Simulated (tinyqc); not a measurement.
Band-to-band tunnelling and avalanche in a reverse-biased abrupt junction: one step, computed by the program tinyqc. Command: `OMP_NUM_THREADS=1 python tinyqc.py 3020295 3020296 out.jsonl zener walk`. One thread of a shared host (Intel(R) Xeon(R) Processor @ 2.30GHz), about 0.01 s of CPU time with the checks.

Direct Kane tunnelling in the local field (for indirect gaps the mass is an effective fit) and one ionisation coefficient for both carriers. N is the doping of the light side, or N_A N_D/(N_A + N_D) for the symmetric junction; the built-in voltage is taken as E_g/e.

Problem. Junction at the given bias. E_g(T) = E_g - (T - 300 K)(-dE_g/dT); b(T) = b [1 + (rise)(T - 300 K)]; w = sqrt(2 eps eps_0 (V_R + E_g/e)/(e N)); F_m = 2 (V_R + E_g/e)/w; the field falls linearly from F_m to 0 on both sides.

Inputs (values chosen for the exercise, modelled on GaAs):
```
quantity                                    value    unit
band gap at 300 K, E_g                       1.41      eV
gap narrowing with temperature, -dE_g/dT     0.46   meV/K
permittivity eps                             12.9       -
effective doping N                        3.4e+18  1/cm^3
reverse bias V_R                              1.2       V
temperature T                                 400       K
```

Junction: symmetric.

Constants: eps_0 = 8.8541878128e-12 F/m; e = 1.602176634e-19 C.

Give: E_g(T); depletion width w; peak field F_m; shortest tunnelling distance E_g/(e F_m).

Solution.

E_g(T) = 1.364 eV

depletion width w = 32.791 nm

peak field F_m = 1.5639 MV/cm

shortest tunnelling distance E_g/(e F_m) = 8.7220 nm
